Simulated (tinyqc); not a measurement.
Valley splitting in a one-orbital chain of atomic planes (second-neighbour model), step by step. Values are carried at full precision from step to step, so a last printed digit may differ when a step is redone from the rounded ones.

Each (001) plane carries one orbital with energy e0, hopping v to the next plane and u to the second: E(phi) = e0 + 2 v cos(phi) + 2 u cos(2 phi), where phi = pi - k a/4 (the sign of every second orbital is chosen so that v > 0, which shifts the phase by pi). The minimum lies at cos(phi0) = -v/(4u), phi0 = pi - (pi/2) k0 for a valley at k0 (2 pi/a), and e0 puts it at zero. A slab of N planes has hard walls: the matrix simply ends.

Constants: hbar^2/2m0 = 3.80998211 eV angstrom^2.

Inputs chosen for the exercise (near those of the Delta valleys of silicon; abrupt walls in this chain split the valleys several times more than measured wells; shifted at random, so the results belong to these values and not to a real crystal): a = 5.439 angstrom (lattice constant; planes lie a/4 apart); k0 = 0.872 2 pi/a (position of the valley); ml = 0.865 m0 (longitudinal mass); N = 11 (planes in the small slab).

## Hoppings from the valley position and mass

The curvature at the minimum is d2E/dphi2 = 8 u sin^2(phi0) = (2c/ml)/(a/4)^2 with c = hbar^2/2m0; v = -4 u cos(phi0); e0 = 2u + v^2/(4u).

phi0 = 1.77186 rad
u = 0.62030 eV
v = 0.49552 eV
e0 = 1.33957 eV

## The bulk band

E at phi = j pi/10.

Band:
```
phi/pi  E (eV)
0.0     3.5712
0.1     3.2858
0.2     2.5247
0.3     1.5387
0.4     0.6421
0.5     0.0990
0.6     0.0296
0.7     0.3737
0.8     0.9212
0.9     1.4007
1.0     1.5891
```

## Hamiltonian of the slab

e0 on the diagonal, v and u on the first and second off-diagonals.

H (eV):
```
         1       2       3       4       5       6       7       8       9      10      11
1   1.3396  0.4955  0.6203       0       0       0       0       0       0       0       0
2   0.4955  1.3396  0.4955  0.6203       0       0       0       0       0       0       0
3   0.6203  0.4955  1.3396  0.4955  0.6203       0       0       0       0       0       0
4        0  0.6203  0.4955  1.3396  0.4955  0.6203       0       0       0       0       0
5        0       0  0.6203  0.4955  1.3396  0.4955  0.6203       0       0       0       0
6        0       0       0  0.6203  0.4955  1.3396  0.4955  0.6203       0       0       0
7        0       0       0       0  0.6203  0.4955  1.3396  0.4955  0.6203       0       0
8        0       0       0       0       0  0.6203  0.4955  1.3396  0.4955  0.6203       0
9        0       0       0       0       0       0  0.6203  0.4955  1.3396  0.4955  0.6203
10       0       0       0       0       0       0       0  0.6203  0.4955  1.3396  0.4955
11       0       0       0       0       0       0       0       0  0.6203  0.4955  1.3396
```

## Levels and the valley doublet

Diagonalise H. The two lowest levels are the doublet made from the valleys at +k0 and -k0; give their splitting, the weights of the lowest state, and its parity under reversal of the planes.

levels (eV): 0.1191  0.1572  0.4443  0.5893  0.9003  1.1235  1.4650  1.4756  2.1838  2.8874  3.3896

splitting = 38.07 meV

weights on the planes: 0.046  0.040  0.069  0.188  0.013  0.286  0.013  0.188  0.069  0.040  0.046

parity of the lowest state: even

The mean of the doublet lies 0.1382 eV above the bulk minimum, and level 3 lies 0.3062 eV above that mean; the weights oscillate from plane to plane because the two valleys interfere.

## Checks

- Mean of the doublet for 400 planes against the effective-mass level with W = 402 a/4 (meV): both 0.1455.

(tinyqc, `OMP_NUM_THREADS=1 python tinyqc.py 1481461 1481462 out.jsonl`, Intel(R) Xeon(R) Processor @ 2.30GHz, 1 thread, shared host, about 0.01 s.)
